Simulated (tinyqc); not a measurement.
Four-point probe, van der Pauw, Hall and spreading-resistance readings of a semiconductor layer: one step, computed by the program tinyqc.

The layer is uniform and ohmic; contacts are points unless a radius is given.

Task: Spreading resistance. Flat disc contact with the current density of a half-space: R = (rho/(4 a)) c, c = (4/pi) int_0^infinity K(x t/a) sin(x) J1(x)/x^2 dx for a conducting backing, K = tanh, with the voltage averaged over the disc; c tends to 1 for t >> a.

Inputs (values chosen for the exercise, modelled on p-type silicon): layer thickness t = 460 micrometre; radius a of the spreading-resistance contact = 2 micrometre.

Backing of the layer: conducting.

resistivity rho = 0.06029861 ohm cm

Give: rho/(4 a); factor c; spreading resistance; column estimate rho t/(pi a^2).

Result:

rho/(4 a) = 75.37 ohm

factor c = 0.9981

spreading resistance = 75.23 ohm

column estimate rho t/(pi a^2) = 22073 ohm
